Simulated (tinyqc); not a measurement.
What moves the optical constants: free-carrier optics of a doped semiconductor (Drude model).

eps(E) = ei [1 - Ep^2/(E^2 + i E Gam)], with Ep^2 = 8 pi c (e^2/(4 pi eps0)) N/(m ei), c = hbar^2/2m0, N in 1/angstrom^3 (1e-24 per 1/cm^3); Gam = hbar/tau, tau = mu m m0/e with m0/e = 5.685630e-12 kg/C and mu in m^2/(V s). Energies in meV.

n + i k = sqrt(eps1 + i eps2) with k >= 0; R = ((n - 1)^2 + k^2)/((n + 1)^2 + k^2) at normal incidence from vacuum; alpha = 2 E k/(hbar c), times 1e8 for 1/cm; loss function Im(-1/eps) = eps2/(eps1^2 + eps2^2).

Constants: hbar^2/2m0 = 3.80998211 eV angstrom^2; e^2/(4 pi eps0) = 14.39964547 eV angstrom; hbar = 6.58211957e-16 eV s; hbar c = 1973.269805 eV angstrom.

Values chosen for the exercise (mass and dielectric values near those of Ge; N and mu are free inputs; interband absorption and the rise of the mass with filling are left out; not measured data): N = 6.7e+17 1/cm^3 (carrier density); m = 0.12 m0 (conductivity mass); mu = 4700 cm^2/(V s) (mobility); ei = 15.94 (high-frequency dielectric constant); E = 58.2 meV (photon energy).

At the energy E. Each row changes one parameter from the base and keeps the others.

Results:

| case | Ep (meV) | Gam (meV) | R | alpha (1/cm) |
|---|---|---|---|---|
| base | 21.98 | 2.05 | 0.3297 | 63.9 |
| N = 1e+18 1/cm^3 | 26.85 | 2.05 | 0.3133 | 99.5 |
| m = 0.144 m0 | 20.06 | 1.71 | 0.3350 | 43.8 |
| mu = 2820 cm^2/(V s) | 21.98 | 3.42 | 0.3298 | 106 |
| ei = 16.74 | 21.45 | 2.05 | 0.3407 | 62.1 |
| E = 69.8 meV | 21.98 | 2.05 | 0.3392 | 43.3 |

The largest shifts from the base row, up to three for each result and ties (the steps differ in size, so this ranks the rows, not the parameters). Ep (meV): N +4.87, m -1.91, ei -0.53; unchanged at the printed digits by mu and E. Gam (meV): mu +1.37, m -0.34; unchanged at the printed digits by N, ei and E. R: N -0.0164, ei +0.0109, E +0.0095. alpha (1/cm): mu +42.3, N +35.6, E -20.5.

(tinyqc, `OMP_NUM_THREADS=1 python tinyqc.py 1680352 1680353 out.jsonl`, Intel(R) Xeon(R) Processor @ 2.30GHz, 1 thread, shared host, about 0.01 s.)
